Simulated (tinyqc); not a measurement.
Peak against initial coverage: adsorption as a lattice gas: isotherms with interactions, competition, desorption peaks and saturation dose. Computed by tinyqc, a small Python program. Command: `OMP_NUM_THREADS=1 python tinyqc.py 3027214 3027215 out.jsonl adsorb walk`. One thread of a shared host (Intel(R) Xeon(R) Processor @ 2.30GHz), about 0.1 s of CPU time with the checks.

One adsorbate per site; a molecule needs 1 empty site. Gas and surface have the same temperature.

Inputs (values chosen for the exercise, for a model surface):
```
quantity                           value  unit
desorption energy E                  1.7    eV
prefactor nu                     4.5e+14   1/s
pair energy w (positive repels)   -0.012    eV
neighbours z                           6     -
heating rate beta                    4.3   K/s
```

Adsorption: molecular (first order).

Constants: k_B = 8.617333262e-05 eV/K.

Method. Heating at the rate beta: d theta/dT = -(nu/beta) theta^1 exp(-[E - z w theta]/(k_B T)). Integrated numerically (relative tolerance 1e-9); T_p is the maximum of the rate.

Peak temperatures (K):
```
theta_0   w = 0  with w
0.1      562.72  564.49
0.3      562.72  568.01
0.5      562.72  571.49
0.7      562.72  574.95
0.9      562.72  578.39
```

What does the comparison show, and why?

Without interaction the peak does not move; with w it moves by +13.9 K.

Extremes, crossings and ranges named in words are read from the listed rows.
